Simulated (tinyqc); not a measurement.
# Hot carriers by balance equations with a heated Maxwellian, step by step

A worked calculation. Computed by tinyqc, a small Python program that keeps every step. Command: `OMP_NUM_THREADS=1 python tinyqc.py 3011241 3011242 out.jsonl hot walk`. One thread of a shared host (Intel(R) Xeon(R) Processor @ 2.30GHz), about 0.02 s of CPU time with the checks. Intermediate numbers are printed to about 6 digits and carried at full precision; extremes and crossings named in words are read from the listed rows.

The carriers follow a Maxwellian at an electron temperature T_e, slightly displaced; the drift energy is neglected against k_B T_e. The balance averages the rate, not the time, so mu_0 lies below the relaxation-time value.

Inputs (values chosen for the exercise, modelled on electrons in silicon):

| quantity | value | unit |
|---|---|---|
| effective mass m | 0.324 | m_0 |
| density rho | 2329 | kg/m^3 |
| sound velocity v_l | 9300 | m/s |
| acoustic deformation potential D_A | 10 | eV |
| phonon energy hbar w | 60.6 | meV |
| optical or intervalley deformation potential D_o | 5.6 | 1e8 eV/cm |
| final valleys Z_f | 5 | - |
| lattice temperature T | 300 | K |
| electric field F | 5.8 | kV/cm |
| mixing | 0.4 | - |
| iteration cap | 300 | - |

Band: parabolic. Solver: damped fixed point.

Constants: k_B = 8.617333262e-05 eV/K; k_B = 1.380649e-23 J/K; e = 1.602176634e-19 C; hbar = 1.054571817e-34 J s; m_0 = 9.1093837015e-31 kg; hbar = 6.582119569e-16 eV s.

## Equilibrium values

Parabolic band: E = hbar^2 k^2/(2 m), speed v = hbar k/m, states per spin, volume and energy g(E) = m k/(2 pi^2 hbar^2). Masses are multiplied by m_0 and all formulas are in SI units. Phonon occupation N_q = 1/(exp(hbar w/(k_B T)) - 1). Acoustic deformation potential (elastic, equipartition, absorption and emission together): 1/tau = 2 pi k_B T D_A^2 g(E)/(hbar rho v_l^2). Optical or intervalley deformation potential: 1/tau = (pi Z_f D_o^2/(rho w)) [N_q g(E + hbar w) + (N_q + 1) g(E - hbar w)], with g = 0 below the band edge. Averages over the Maxwellian, <y> = int y x^(1/2) exp(-x) dx / int x^(1/2) exp(-x) dx with x = E/(k_B T_e), split at x_0 = hbar w/(k_B T_e): 64 Gauss-Legendre points in sqrt(x) below it and 128 in sqrt(x - x_0) above it, up to x = 32. Momentum balance: mu(T_e) = e/(m nu), nu = <x (sum of rates)>/<x>. Power lost per carrier: P(T_e) = hbar w <emission rate - absorption rate> + <(2 m v_l^2/(k_B T)) (E - 2 k_B T) acoustic rate>. Energy relaxation time at weak heating: tau_E = (3/2) k_B / (dP/dT_e), the derivative by a central difference of +/- 0.5 K at T_e = T.

low-field mobility mu_0 = 921.095 cm^2/(V s)

energy relaxation time tau_E = 0.352253 ps

tau_E is 2.08 times the momentum relaxation time m mu_0/e: energy is lost more slowly than direction, which is why carriers heat.

## Balance functions

The field that sustains T_e follows from e mu F^2 = P.

Against the electron temperature:

| T_e (K) | mu (cm^2/(V s)) | P optical (1e9 eV/s) | P acoustic (1e9 eV/s) | F (kV/cm) | drift velocity (1e7 cm/s) |
|---|---|---|---|---|---|
| 330 | 839.918 | 11.208 | 1.49522e-01 | 3.6772 | 0.30886 |
| 390 | 718.000 | 35.025 | 4.87642e-01 | 7.0329 | 0.50496 |
| 480 | 597.649 | 72.007 | 1.08198e+00 | 11.0587 | 0.66092 |
| 600 | 498.360 | 120.406 | 2.01615e+00 | 15.6733 | 0.78109 |
| 900 | 371.639 | 228.650 | 4.93854e+00 | 25.0706 | 0.93172 |
| 1500 | 269.462 | 396.964 | 1.27513e+01 | 38.9935 | 1.05073 |
| 2400 | 206.082 | 582.219 | 2.82261e+01 | 54.4256 | 1.12162 |
| 3600 | 165.448 | 769.390 | 5.43240e+01 | 70.5598 | 1.16740 |

Optical phonons take 99 % of the power in the first row and 93 % in the last. The velocity grows as F^0.76 at first and as F^0.15 at the end, so it levels off; if optical phonons alone set both balances the limit at high T_e would be sqrt(3 hbar w tanh(hbar w/2 k_B T)/(4 m)) = 1.43 in the same unit. Rows above 1400 K (k_B T_e > 0.12 eV) stretch the parabolic band.

## First iteration

Fixed point: T_out = T + (T_e - T) e mu(T_e) F^2/P(T_e), T_new = T_e + mixing (T_out - T_e). Start at T_e = 1.5 T.

mu at the start = 631.785 cm^2/(V s)

P at the start = 6.05258e+10 eV/s

new T_e = 411.069 K

## The whole iteration

Start at T_e = 1.5 T; stop when T_e moves by less than 1e-6 K or exceeds 1e6 K.

Course of the iteration:

| iteration | T_e (K) | mu (cm^2/(V s)) | step (K) |
|---|---|---|---|
| 1 | 450.000 | 631.785 | 3.89314e+01 |
| 2 | 411.069 | 684.503 | 2.13079e+01 |
| 3 | 389.761 | 718.404 | 1.14028e+01 |
| 4 | 378.358 | 738.311 | 6.00748e+00 |
| 5 | 372.350 | 749.348 | 3.13477e+00 |
| 6 | 369.216 | 755.266 | 1.62686e+00 |
| 7 | 367.589 | 758.382 | 8.41804e-01 |
| ... | ... | ... | ... |
| 22 | 365.848 | 761.750 | 4.10506e-05 |
| 23 | 365.848 | 761.750 | 2.11718e-05 |
| 24 | 365.848 | 761.750 | 1.09193e-05 |
| 25 | 365.848 | 761.750 | 5.63163e-06 |
| 26 | 365.848 | 761.750 | 2.90451e-06 |
| 27 | 365.848 | 761.750 | 1.49800e-06 |
| 28 | 365.848 | 761.750 | 7.72590e-07 |

electron temperature T_e = 365.848 K

Converged in 28 iterations.

## Drift velocity

v = mu(T_e) F; warm-carrier coefficient (mu/mu_0 - 1)/F^2.

mobility mu(T_e) = 761.750 cm^2/(V s)

drift velocity = 0.441815 1e7 cm/s

mu/mu_0 = 0.827004

(mu/mu_0 - 1)/F^2 = -0.00514255 cm^2/kV^2

T_e/T = 1.22; the simple estimate T + (2/3) e mu_0 F^2 tau_E/k_B would give 384 K, too high since mu falls and tau_E changes as the gas heats. Caution: the drift energy m v^2/2 is not small against the heating (3/2) k_B (T_e - T), so T_e - T is rough.

Checks made by the program: detailed balance, P(T_e = T) = 0, on the scale of P at 1.1 T (relative difference below 1e-10).
